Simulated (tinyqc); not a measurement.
From results back to parameters: free and nearly free electrons in a metal. Four cases, with inputs chosen for the exercise.

Problem. A free-electron metal with 2 atoms in the cubic cell and z electrons an atom has EF = c kF^2/m, (hbar omega_p)^2 = 8 pi c (e^2/(4 pi eps0)) n/m and kF = (3 pi^2 n)^(1/3), c = hbar^2/2m0.

Constants: hbar^2/2m0 = 3.80998211 eV angstrom^2; e^2/(4 pi eps0) = 14.39964547 eV angstrom.

Case 1.

Values chosen (out of a larger set: near those of Li; not measured data): a = 3.485 angstrom (bcc lattice constant).

EF = 4.76597 eV
hbar omega_p = 8.07176 eV

Case 2.

Values chosen (out of a larger set: near those of Na; not measured data): a = 4.268 angstrom (bcc lattice constant).

EF = 3.08511 eV
hbar omega_p = 5.86836 eV

Case 3.

Values chosen (out of a larger set: near those of Na; not measured data): a = 4.245 angstrom (bcc lattice constant).

EF = 3.21219 eV
hbar omega_p = 6.00421 eV

Case 4.

Values chosen (out of a larger set: near those of Li; not measured data): a = 3.476 angstrom (bcc lattice constant).

EF = 4.79068 eV
hbar omega_p = 8.10313 eV

Find: kF; m; z.

Solution. (hbar omega_p)^2/EF = (8/(3 pi)) (e^2/(4 pi eps0)) kF gives kF; EF then gives m, and n = kF^3/(3 pi^2) gives z.

Case 1.

kF = 1.1184 1/angstrom
m = 1.00 m0
z = 1.00

Case 2.

kF = 0.9133 1/angstrom
m = 1.03 m0
z = 1.00

Case 3.

kF = 0.9182 1/angstrom
m = 1.00 m0
z = 1.00

Case 4.

kF = 1.1213 1/angstrom
m = 1.00 m0
z = 1.00

Computed by tinyqc, one run a case: `OMP_NUM_THREADS=1 python tinyqc.py N N+1 out.jsonl` with N = 1652507, 1680098, 1680137, 1680246; one thread of a shared Intel(R) Xeon(R) Processor @ 2.30GHz, about 0.01 s a run at most.
